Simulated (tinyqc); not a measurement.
Inside a calculation. Model: free and trapped electrons in a MOS channel with a dense trap tail.

tinyqc, about 0.02 s, one thread, Intel Xeon 2.30GHz (shared host): `OMP_NUM_THREADS=1 python tinyqc.py 2222195 2222196 out.jsonl` Printed values are rounded.

p-type body, charge-sheet picture, full ionisation (an idealisation for deep acceptors), Boltzmann statistics for free electrons. e = Ec - EF at the surface. Acceptor-like traps of density D(E) = D0 + De exp(-E/Ew) at depth E below Ec, from 0 to Eu, hold n_t = integral of D(E)/(1 + exp((e - E)/Vt)). psi = Eg - Vt ln(Nv/Na) - e; N_dep = sqrt(2 eps0 eps_r Na (psi - Vt)/q); n_f = sqrt(N_dep^2 + 2 eps0 eps_r Vt Nc exp(-e/Vt)/q) - N_dep; Vg = Vfb + psi + q (N_dep + n_t + n_f)/Cox, Cox = eps0 eox/tox.

Parameters, values chosen for the exercise; band and dielectric values close to those of gallium nitride:

| symbol | value | unit | meaning |
|---|---|---|---|
| T | 400 | K | temperature |
| Eg | 3.43 | eV | band gap |
| eps_r | 9.57 |  | relative permittivity |
| Nc | 3.48e18 | cm^-3 | conduction-band density of states at T |
| Nv | 7.02e19 | cm^-3 | valence-band density of states at T |
| eox | 3.9 |  | relative permittivity of the insulator |
| tox | 38 | nm | insulator thickness |
| Na | 9.8e16 | cm^-3 | acceptor density |
| Vfb | -2.95 | V | flat-band voltage without trapped charge |
| D0 | 1.3e10 | cm^-2 eV^-1 | constant background density of acceptor-like traps |
| De | 7.6e12 | cm^-2 eV^-1 | density of the tail at the conduction edge |
| Ew | 0.09 | eV | decay energy of the tail |
| Eu | 0.52 | eV | depth below Ec down to which the traps reach |
| mf | 240 | cm^2/(V s) | mobility of free electrons |
| e | 0.056 | eV | Ec - EF at the surface |

Constants: q = 1.602176634e-19 C, kB = 1.380649e-23 J/K, Vt = kB T/q, eps0 = 8.8541878128e-14 F/cm where lengths are in cm. Results are converted to the units shown.

Range of the model: EF lies less than 2 Vt below the band edge, or above it, where degeneracy and confinement, left out, matter.

## Trapped charge

Trapezoid rule on 12 equal steps from 0 to Eu, f = 1/(1 + exp((e - E)/Vt)).

```
point,E (eV),D(E) f (cm^-2 eV^-1)
0,0,1.25285e12
1,0.0433333,1.92661e12
2,0.0866667,2.06578e12
3,0.13,1.61674e12
4,0.173333,1.08458e12
5,0.216667,6.90836e11
6,0.26,4.34680e11
7,0.303333,2.74055e11
8,0.346667,1.74389e11
9,0.39,1.12733e11
10,0.433333,7.46250e10
11,0.476667,5.10766e10
12,0.52,3.65264e10
```

n_t = 3.96534e11 cm^-2

With 1600 steps n_t = 3.992e11 cm^-2; the coarse value is 0.66 % below it.

## Charges and gate voltage

psi, N_dep, n_f and Vg as defined, with the n_t given; free share n_f/(n_f + n_t); apparent mobility mf n_f/(n_f + n_t); gate voltage spent on traps q n_t/Cox.

psi = 3.14739 V
N_dep = 1.79634e12 cm^-2
n_f = 6.82701e10 cm^-2
Vg = 4.18404 V
free share = 14.6879 %
apparent mobility = 35.2510 cm^2/(V s)
gate voltage spent on traps = 0.699136 V
